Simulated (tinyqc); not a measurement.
From results back to parameters: carbon nanotube by zone folding. Four cases, with inputs chosen for the exercise.

Problem. d = sqrt3 acc sqrt(n^2 + nm + m^2)/pi and tan(theta) = sqrt3 m/(2n + m). Diameter and chiral angle below belong to a hidden tube.

Case 1.

Values chosen (out of a larger set: near those used for carbon; not measured data): acc = 1.44 angstrom (bond length).

d = 11.532 angstrom
theta = 3.42 degrees

Case 2.

Values chosen (out of a larger set: near those used for carbon; not measured data): acc = 1.44 angstrom (bond length).

d = 14.290 angstrom
theta = 0.00 degrees

Case 3.

Values chosen (out of a larger set: near those used for carbon; not measured data): acc = 1.42 angstrom (bond length).

d = 9.492 angstrom
theta = 30.00 degrees

Case 4.

Values chosen (out of a larger set: near those used for carbon; not measured data): acc = 1.42 angstrom (bond length).

d = 18.984 angstrom
theta = 30.00 degrees

Find: n, m; type in zone folding.

Solution. With L = pi d/a, a = sqrt3 acc, the components of C are n + m/2 = L cos(theta) and sqrt3 m/2 = L sin(theta). The tube is metallic where n - m is a multiple of three.

Case 1.

n, m: 14  1

type in zone folding: semiconducting

Case 2.

n, m: 18  0

type in zone folding: metallic

Case 3.

n, m: 7  7

type in zone folding: metallic

Case 4.

n, m: 14  14

type in zone folding: metallic

Computed by tinyqc, one run a case: `OMP_NUM_THREADS=1 python tinyqc.py N N+1 out.jsonl` with N = 1452577, 1452602, 1452692, 1452753; one thread of a shared Intel(R) Xeon(R) Processor @ 2.30GHz, about 0.03 s a run at most.
